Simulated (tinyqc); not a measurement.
## Junction parameters from two forward currents

Question. D(v) = J1 (exp(v/Vt) - 1) + J2 (exp(v/(2 Vt)) - 1). Find J1, J2 and the voltage 2 Vt ln(J2/J1) near which both parts are equal.

Inputs (values chosen for the exercise):

| symbol | value | unit | meaning |
|---|---|---|---|
| T | 398 | K | temperature |

Constants: q = 1.602176634e-19 C, kB = 1.380649e-23 J/K, Vt = kB T/q. Results are converted to the units shown.

junction voltages (V): [0.26, 0.71]
currents (uA/um): [2.2938696e-6, 0.0018046102]

Answer. The current is linear in J1 and J2, so two points give two equations.

J1 = 1.50e-13 uA/um
J2 = 5.30e-8 uA/um
crossover = 0.876 V

Computed by the program tinyqc: `OMP_NUM_THREADS=1 python tinyqc.py 2182087 2182088 out.jsonl`, one thread of a shared Intel Xeon 2.30GHz, about 0.2 s for the whole run.
